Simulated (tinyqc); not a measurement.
# Off-state leakage of single and stacked transistors: leakage components against the threshold

n-channel devices of unit width. Subthreshold current I(Vg, Vs, Vd) = I0 (T/300 K)^0.5 exp[(Vg - Vs - VT(T) - gb (Vs - Vb) + dd (Vd - Vs))/(nf Vt)] (1 - exp(-(Vd - Vs)/Vt)), VT(T) = VT - cT (T - 300 K). Gate-edge tunnelling Ig (Vd/1 V) exp(ag (Vd - 1 V)), for a gate at 0 V, and band-to-band leakage Ab u exp(-Bb/u), u = Vd - Vb + 1 V, flow at a drain held at V; both are taken as independent of T. In a stack of off transistors (all gates at 0 V) the same subthreshold current passes through each.

One transistor with Vg = Vs = 0, Vd = V; stack factor I(one)/I(two in series).

Values chosen for this exercise; values of the order met in bulk silicon logic transistors: temperature T = 398 K; supply voltage V = 0.8 V; fall of the threshold with temperature cT = 0.6 mV/K; current at threshold at 300 K I0 = 0.9 uA/um; slope factor nf = 1.31; drain-induced lowering per volt dd = 0.07; rise of the threshold per volt of source-body bias gb = 0.24; gate-edge tunnelling current at 1 V Ig = 0.0002 uA/um; exponential slope of the gate current ag = 5.2 1/V; prefactor of band-to-band leakage at the drain Ab = 1 uA/(um V); its exponential voltage Bb = 22 V; body voltage Vb = -0.3 V.

Constants: q = 1.602176634e-19 C, kB = 1.380649e-23 J/K, Vt = kB T/q. Results are converted to the units shown.

The same in every row: gate edge (nA/um) = 0.05655; band-to-band (nA/um) = 0.05922; stack factor = 4.220.

Result of one run:

| VT (V) | subthreshold (nA/um) | total (nA/um) | largest part |
|---|---|---|---|
| 0.3 | 3.384 | 3.500 | subthreshold |

What becomes of these results when the threshold at 300 K, zero drain and body bias VT is changed from 0.3 to 0.5 V, all else the same?

Result of the changed run:

| VT (V) | subthreshold (nA/um) | total (nA/um) | largest part |
|---|---|---|---|
| 0.5 | 0.03947 | 0.1552 | band-to-band |

The whole series:

| VT (V) | subthreshold (nA/um) | total (nA/um) | largest part |
|---|---|---|---|
| 0.15 | 95.37 | 95.48 | subthreshold |
| 0.2 | 31.34 | 31.46 | subthreshold |
| 0.25 | 10.30 | 10.41 | subthreshold |
| 0.3 | 3.384 | 3.500 | subthreshold |
| 0.35 | 1.112 | 1.228 | subthreshold |
| 0.4 | 0.3655 | 0.4812 | subthreshold |
| 0.45 | 0.1201 | 0.2359 | subthreshold |
| 0.5 | 0.03947 | 0.1552 | band-to-band |
| 0.55 | 0.01297 | 0.1287 | band-to-band |
| 0.6 | 0.004262 | 0.1200 | band-to-band |

As VT goes from 0.15 to 0.6, the total leakage falls from 95.5 to 0.120 nA/um. The subthreshold part leads at VT = 0.15, the band-to-band part from 0.5 on. The reduction by a stack of two stays at 4.22, for the subthreshold part alone. For VT = 0.15 the gate is within about 3 nf Vt of threshold, where the exponential law overstates the current.

tinyqc, about 0.04 s, one thread, Intel Xeon 2.30GHz (shared host): `OMP_NUM_THREADS=1 python tinyqc.py 2242169 2242170 out.jsonl`
